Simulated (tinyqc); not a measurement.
Empty-lattice bands from Gamma to L: Brillouin zone and empty-lattice bands of the fcc structure.

Primitive vectors a (0,1/2,1/2), a (1/2,0,1/2), a (1/2,1/2,0); one atom. Reciprocal vectors obey a_i.b_j = 2 pi delta_ij; k is given in units of 2 pi/a. Empty-lattice levels are c0 (2 pi/a)^2 |k + G|^2, c0 = hbar^2/2m0. Points: X = (1, 0, 0), L = (0.5, 0.5, 0.5), K = (0.75, 0.75, 0), W = (1, 0.5, 0), U = (1, 0.25, 0.25).

Constants: hbar^2/2m0 = 3.80998211 eV angstrom^2.

Inputs chosen for the exercise (out of a larger set: lattice near that of Ag; not measured data): a = 4.063 angstrom (lattice constant).

k = f x L; the eight lowest levels, degenerate ones repeated.

Levels (eV):

| f | 1 | 2 | 3 | 4 | 5 | 6 | 7 | 8 |
|---|---|---|---|---|---|---|---|---|
| 0.000 | 0.00 | 27.33 | 27.33 | 27.33 | 27.33 | 27.33 | 27.33 | 27.33 |
| 0.333 | 0.76 | 18.98 | 25.06 | 25.06 | 25.06 | 31.13 | 31.13 | 31.13 |
| 0.500 | 1.71 | 15.38 | 24.49 | 24.49 | 24.49 | 29.04 | 29.04 | 29.04 |
| 0.667 | 3.04 | 12.15 | 24.30 | 24.30 | 24.30 | 27.33 | 27.33 | 27.33 |
| 0.833 | 4.75 | 9.30 | 24.49 | 24.49 | 24.49 | 26.01 | 26.01 | 26.01 |
| 1.000 | 6.83 | 6.83 | 25.06 | 25.06 | 25.06 | 25.06 | 25.06 | 25.06 |

Give the missing row, f = 0.167.

Computed row:
```
f         1      2      3      4      5      6      7      8
0.167  0.19  22.97  26.01  26.01  26.01  29.04  29.04  29.04
```

Band 1 is the parabola f^2 x 6.83 eV. The next levels start from the first shell of G at 27.33 eV; a branch falls at first if its G has a component against k, and branches cross. The second level ends at 6.83 eV and meets band 1 at the zone surface.

(tinyqc, `OMP_NUM_THREADS=1 python tinyqc.py 1850810 1850811 out.jsonl`, Intel(R) Xeon(R) Processor @ 2.30GHz, 1 thread, shared host, about 0.01 s.)
